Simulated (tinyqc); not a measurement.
From parabola to cone: four-band model of biased bilayer graphene near K.

Basis A1, B1, A2, B2, with B1 below A2; p = kx + i ky, v_j = (sqrt3/2) a g_j. Diagonal -U/2, -U/2, U/2, U/2; <A1|B1> = <A2|B2> = v0 p*, <B1|A2> = g1, <A1|B2> = v3 p, <A1|A2> = <B1|B2> = -v4 p*.

Values chosen for the exercise (near those used for Bernal bilayer graphene; shifted at random, so the results belong to these values and not to a real crystal): a = 2.46 angstrom (lattice constant); g0 = 3.1 eV (hopping in a layer); g1 = 0.416 eV (hopping of the dimer sites); g3 = 0 eV (skew hopping A1-B2); g4 = 0 eV (skew hopping A1-A2).

U = 0, along kx. Parabola: v0^2 k^2/g1. Hyperbola: sqrt(g1^2/4 + v0^2 k^2) - g1/2. Then bands 3 and 2 of the full matrix for +kx and band 3 for -kx.

Energies (eV):
```
k (1/angstrom)  parabola  hyperbola  band 3, +kx  band 2, +kx  band 3, -kx
0.002             0.0004     0.0004       0.0004      -0.0004       0.0004
0.005             0.0026     0.0026       0.0026      -0.0026       0.0026
0.010             0.0105     0.0102       0.0102      -0.0102       0.0102
0.020             0.0419     0.0384       0.0384      -0.0384       0.0384
0.050             0.2621     0.1823       0.1823      -0.1823       0.1823
0.080             0.6710     0.3598       0.3598      -0.3598       0.3598
0.120             1.5098     0.6114       0.6114      -0.6114       0.6114
```

Give the missing row, k (1/angstrom) = 0.030.

Computed row:
```
k (1/angstrom)  parabola  hyperbola  band 3, +kx  band 2, +kx  band 3, -kx
0.030             0.0944     0.0793       0.0793      -0.0793       0.0793
```

The parabola is 2 % above the hyperbola at 0.01 and a factor 2.47 at 0.12 1/angstrom, where the slope nears v0. With g3 = g4 = 0 the hyperbola is exact, the bands are isotropic and mirror images.

Program tinyqc; command `OMP_NUM_THREADS=1 python tinyqc.py 1481604 1481605 out.jsonl`; about 0.06 s on one thread of a shared Intel(R) Xeon(R) Processor @ 2.30GHz.
